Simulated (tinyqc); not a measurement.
# Via and link resistance from two via chains

Question. A chain of 2000 vias joined by 2000 metal links has R = 2000 (Rv + Rlink), with Rlink proportional to the link length. Find Rv, Rlink for length L, and the value of Rv that the short chain would give if the links were ignored.

resistance of chains of 2000 links with link lengths L and 3 L (ohm): [58000, 1.14e5]

Answer. R per link is a straight line in the link length; its intercept at zero length is Rv.

Rv = 15.0 ohm
Rlink = 14.0 ohm
Rv without correction = 29.0 ohm

tinyqc, about 0.01 s, one thread, Intel Xeon 2.30GHz (shared host): `OMP_NUM_THREADS=1 python tinyqc.py 2750016 2750017 out.jsonl`
